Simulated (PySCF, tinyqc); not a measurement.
Inside a calculation. Method: RHF in the 3-21g basis, for H3+, spin multiplicity 1. The lowest restricted solution is unstable here: a spin-polarised one lies 0.0018 hartree lower (PySCF). One step of it, computed by the program tinyqc.

Task: Iteration 2: DIIS coefficients. Solve [B -1; -1 0][c; lambda] = [0; -1] for the coefficients, which sum to one.

B (overlaps of the stored error matrices):
```
,1,2
1,6.9853328e-02,6.4593048e-03
2,6.4593048e-03,7.8172393e-04
```

Give: DIIS coefficients.

Result:

DIIS coefficients: -0.0984  1.0984
